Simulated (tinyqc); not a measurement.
# From single traps to 1/f noise

13 half-filled traps with time constants tau_j = 1.1e-7 s times 10^(0.5 j), j = 0..12, each shift the threshold by a = 7.26 uV when filled and give the Lorentzian a^2 tau/(1 + (2 pi f tau)^2). For time constants spread evenly in ln tau the sum tends to a^2/(4 f ln(10^0.5)). slope = d ln S/d ln f.

Results:

| f (Hz) | S (uV^2/Hz) | 1/f limit (uV^2/Hz) | slope | j of the largest term |
|---|---|---|---|---|
| 0.01 | 8.479 | 1145 | -6.746e-5 | 12 |
| 1 | 6.519 | 11.45 | -0.4145 | 12 |
| 30 | 0.3751 | 0.3815 | -0.9803 | 9 |
| 1000 | 0.01143 | 0.01145 | -0.9960 | 6 |
| 30000 | 3.786e-4 | 3.815e-4 | -1.004 | 3 |
| 1e6 | 8.847e-6 | 1.145e-5 | -1.270 | 0 |
| 1e7 | 1.749e-7 | 1.145e-6 | -1.971 | 0 |
| 1e8 | 1.775e-9 | 1.145e-7 | -2.000 | 0 |

Estimate the missing row, f = 0.1 Hz.

Computed row:

| f (Hz) | S (uV^2/Hz) | 1/f limit (uV^2/Hz) | slope | j of the largest term |
|---|---|---|---|---|
| 0.1 | 8.451 | 114.5 | -0.006706 | 12 |

With this row back in the table: Below the slowest trap (1/(2 pi tau) = 1.4 Hz) the spectrum is flat, slope 0.00 in the first row; above the fastest (1.4e6 Hz) the slope tends to -2 (-2.00 in the last row). In between, at 30, 1000 and 30000 Hz, the slopes are -0.98, -1.00 and -1.00, and S is 0.11 % below the 1/f limit at 1000 Hz.

Computed by the program tinyqc: `OMP_NUM_THREADS=1 python tinyqc.py 2150131 2150132 out.jsonl`, one thread of a shared Intel Xeon 2.30GHz, about 0.01 s for the whole run.
